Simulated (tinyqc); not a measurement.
Worked calculation: Hueckel theory of the pi electrons, for the molecule C=C1C=CC=CC=C1 (SMILES; centres numbered as the heavy atoms are written). Computed by tinyqc, a small Python program that keeps every step. Settings: charge = 0. Command: `OMP_NUM_THREADS=1 python tinyqc.py 20606 20607 out.jsonl` (the two numbers bound the seeds that draw the settings). One thread of a shared host (Intel(R) Xeon(R) Processor @ 2.60GHz), about 0.03 s of CPU time with the checks.

## The Hueckel matrix

Centres:
```
centre,"z_r, pi electrons of the neutral centre",h
1C,1,0.000000
2C,1,0.000000
3C,1,0.000000
4C,1,0.000000
5C,1,0.000000
6C,1,0.000000
7C,1,0.000000
8C,1,0.000000
```

Bonds:
```
i,j,k
1,2,1
2,3,1
3,4,1
4,5,1
5,6,1
6,7,1
7,8,1
8,2,1
```

H_rr = alpha + h_r beta, H_rs = k_rs beta for bonded centres.

Hueckel matrix in units of beta (H = alpha + beta A):
```
,1C,2C,3C,4C,5C,6C,7C,8C
1C,0.000000,1.000000,0.000000,0.000000,0.000000,0.000000,0.000000,0.000000
2C,1.000000,0.000000,1.000000,0.000000,0.000000,0.000000,0.000000,1.000000
3C,0.000000,1.000000,0.000000,1.000000,0.000000,0.000000,0.000000,0.000000
4C,0.000000,0.000000,1.000000,0.000000,1.000000,0.000000,0.000000,0.000000
5C,0.000000,0.000000,0.000000,1.000000,0.000000,1.000000,0.000000,0.000000
6C,0.000000,0.000000,0.000000,0.000000,1.000000,0.000000,1.000000,0.000000
7C,0.000000,0.000000,0.000000,0.000000,0.000000,1.000000,0.000000,1.000000
8C,0.000000,1.000000,0.000000,0.000000,0.000000,0.000000,1.000000,0.000000
```

## Orbitals

pi electrons, sum of z_r less the charge = 8

Diagonalise; E = alpha + x beta with beta < 0, so the largest x are filled first; degenerate levels share their electrons. P = sum n_i c_ri c_si; each orbital has its largest coefficient positive (the first on a tie).

x values: 2.091184  1.442720  1.246980  0.216294  -0.445042  -0.776378  -1.801938  -1.973820

occupations: 2.000000  2.000000  2.000000  2.000000  0.000000  0.000000  0.000000  0.000000

coefficients:
```
,MO1,MO2,MO3,MO4,MO5,MO6,MO7,MO8
1C,0.231583,-0.332882,0.000000,0.700610,0.000000,0.502361,0.000000,-0.303871
2C,0.484283,-0.480255,0.000000,0.151538,0.000000,-0.390022,0.000000,0.599786
3C,0.390571,-0.179996,0.417907,-0.333917,0.521121,-0.099778,0.231921,-0.440000
4C,0.332472,0.220571,0.521121,-0.223762,-0.231921,0.467488,-0.417907,0.268694
5C,0.304690,0.498219,0.231921,0.285518,-0.417907,-0.263169,0.521121,-0.090353
6C,0.304690,0.498219,-0.231921,0.285518,0.417907,-0.263169,-0.521121,-0.090353
7C,0.332472,0.220571,-0.521121,-0.223762,0.231921,0.467488,0.417907,0.268694
8C,0.390571,-0.179996,-0.417907,-0.333917,-0.521121,-0.099778,-0.231921,-0.440000
```

charge and bond-order matrix P:
```
,1C,2C,3C,4C,5C,6C,7C,8C
1C,1.310592,0.756379,-0.167157,-0.306399,0.209500,0.209500,-0.306399,-0.167157
2C,0.756379,0.976279,0.449980,0.042344,-0.096898,-0.096898,0.042344,0.449980
3C,-0.167157,0.449980,0.942181,0.765300,0.061815,-0.325870,-0.105819,0.243598
4C,-0.306399,0.042344,0.765300,0.961652,0.536328,0.052894,-0.124616,-0.105819
5C,0.209500,-0.096898,0.061815,0.536328,0.952731,0.737583,0.052894,-0.325870
6C,0.209500,-0.096898,-0.325870,0.052894,0.737583,0.952731,0.536328,0.061815
7C,-0.306399,0.042344,-0.105819,-0.124616,0.052894,0.536328,0.961652,0.765300
8C,-0.167157,0.449980,0.243598,-0.105819,-0.325870,0.061815,0.765300,0.942181
```

## Energy, charges, bond orders

E = sum n x; q_r = z_r - P_rr; bond order p = P_rs; free valence = sqrt(3) - sum of p over the bonds of the atom.

pi energy = 8 alpha + this times beta = 9.994355

pi charges: 1C -0.310592, 2C 0.023721, 3C 0.057819, 4C 0.038348, 5C 0.047269, 6C 0.047269, 7C 0.038348, 8C 0.057819

Bond orders and lengths from R = 1.517 - 0.180 p (angstrom, C-C alone):
```
bond,p,R
1-2,0.756379,1.380852
2-3,0.449980,1.436004
3-4,0.765300,1.379246
4-5,0.536328,1.420461
5-6,0.737583,1.384235
6-7,0.536328,1.420461
7-8,0.765300,1.379246
8-2,0.449980,1.436004
```

free valence of the carbons: 1C 0.975672, 2C 0.075712, 3C 0.516771, 4C 0.430423, 5C 0.458140, 6C 0.458140, 7C 0.430423, 8C 0.516771

gap between the highest filled and the next level = 0.661336 |beta|
